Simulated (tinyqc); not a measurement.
## Junction parameters from two forward currents

Inverse problem. D(v) = J1 (exp(v/Vt) - 1) + J2 (exp(v/(2 Vt)) - 1). Find J1, J2 and the voltage 2 Vt ln(J2/J1) near which both parts are equal.

Values chosen for this exercise: temperature T = 358 K.

Constants: q = 1.602176634e-19 C, kB = 1.380649e-23 J/K, Vt = kB T/q. Results are converted to the units shown.

junction voltages (V): [0.25, 0.61]
currents (uA/um): [1.8829369e-7, 0.0035736802]

Answer. The current is linear in J1 and J2, so two points give two equations.

J1 = 9.10e-12 uA/um
J2 = 2.80e-9 uA/um
crossover = 0.353 V

Numbers from tinyqc (`OMP_NUM_THREADS=1 python tinyqc.py 2182184 2182185 out.jsonl`; about 0.2 s on one thread of a shared Intel Xeon 2.30GHz).
